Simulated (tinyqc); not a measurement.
Ion implantation: universal nuclear stopping, Lindhard-Scharff electronic stopping and a Gaussian range profile: one step, computed by the program tinyqc.

An ion slows by elastic collisions with screened nuclei and by friction with electrons; channelling is ignored and the target is uniform.

Problem. Range and straggle. Reduced energy eps = 32.53 M2 E/(Z1 Z2 (M1 + M2)(Z1^0.23 + Z2^0.23)), E in keV; s_n = ln(1 + 1.1383 eps)/(2 (eps + 0.01321 eps^0.21226 + 0.19593 eps^0.5)) for eps up to 30 and ln(eps)/(2 eps) above; S_n = 8.462 Z1 Z2 M1 s_n/((M1 + M2)(Z1^0.23 + Z2^0.23)) in 1e-15 eV cm^2. S_e = k 3.83 Z1^(7/6) Z2/(Z1^(2/3) + Z2^(2/3))^(3/2) sqrt(E/M1) in 1e-15 eV cm^2, E in keV. Path length R = int_0^E dE'/(N (S_n + S_e)); energy lost to nuclei nu = int_0^E S_n/(S_n + S_e) dE' (both with E' = E y^3 and 64 Gauss-Legendre points in y). Estimates of Lindhard type: R_p = R/(1 + M2/(3 M1)), straggle dR_p = (2/3) R_p sqrt(M1 M2)/(M1 + M2).

Inputs (values chosen for the exercise, modelled on boron ions in copper):
```
quantity                               value    unit
ion atomic number Z1                       5       -
ion mass M1                               11       u
target atomic number Z2                   29       -
target mass M2                         63.55       u
target density N                        84.9  1/nm^3
ion energy E                              13     keV
scale factor of electronic stopping k    1.3       -
```

Give: path length R; projected range R_p; straggle dR_p; energy lost to nuclei nu.

Solution.

path length R = 52.91 nm

projected range R_p = 18.08 nm

straggle dR_p = 4.276 nm

energy lost to nuclei nu = 6.913 keV

53 % of the energy goes to nuclei over the whole path. Caution: the estimates of R_p and dR_p assume mainly nuclear stopping and an ion not much lighter than the target; here they are rough, and for light ions in heavy targets the straggle can be low by a factor of two or more.
